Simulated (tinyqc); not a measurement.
Undoped symmetric double-gate MOSFET, analytic potential model: two steps of the calculation.

An undoped body of thickness ts between two equal insulators and tied gates; long channel, electrons only, n = ni exp((psi - V)/Vt) with V the quasi-Fermi potential (0 at the source, Vd at the drain), constant mobility, no quantisation. Across the body psi(x) = V - 2 Vt ln[(ts/(2 beta)) sqrt(q ni/(2 eps0 eps_r Vt)) cos(2 beta x/ts)], x from the centre. Q is the electron charge per area of the whole body.

Parameters, values chosen for the exercise; material values close to those of In0.53Ga0.47As:
- T = 300 K (temperature)
- Eg = 0.742 eV (band gap)
- eps_r = 14.2 (relative permittivity of the semiconductor)
- Nc = 2.12e17 cm^-3 (conduction-band density of states at T)
- Nv = 7.72e18 cm^-3 (valence-band density of states at T)
- eox = 7.25 (relative permittivity of the gate insulator)
- tox = 2.3 nm (insulator thickness)
- ts = 8 nm (body thickness)
- dphi = -0.12 V (gate work function less that of the intrinsic body)
- Vg = 0.18 V (gate voltage)

Constants: q = 1.602176634e-19 C, kB = 1.380649e-23 J/K, Vt = kB T/q, eps0 = 8.8541878128e-14 F/cm where lengths are in cm. Results are converted to the units shown.

Task 1. Constants of the body. ni = sqrt(Nc Nv) exp(-Eg/(2 Vt)), Eg in volts; r = eps_r tox/(eox ts); V0 = dphi + 2 Vt ln[(2/ts) sqrt(2 eps0 eps_r Vt/(q ni))].

Give: ni; r; V0.

Result 1.

ni = 7.489e11 cm^-3
r = 0.5631
V0 = 0.2687 V

Task 2. beta at the source by Newton steps. With V = 0: f = ln(beta) - ln(cos beta) + 2 r beta tan(beta) - (Vg - V0)/(2 Vt); f' = 1/beta + tan(beta) + 2 r [tan(beta) + beta/cos^2(beta)]; beta(new) = beta - f/f'.

beta after iteration 1 = 0.12484387
r = 0.56310345
V0 = 0.26868853 V

Find: f; f'; beta after iteration 2.

Result 2.

f = -0.33992
f' = 8.4197
beta after iteration 2 = 0.16522

Program tinyqc, `OMP_NUM_THREADS=1 python tinyqc.py 2440066 2440067 out.jsonl`; Intel Xeon 2.30GHz, shared host, one thread, about 0.01 s.
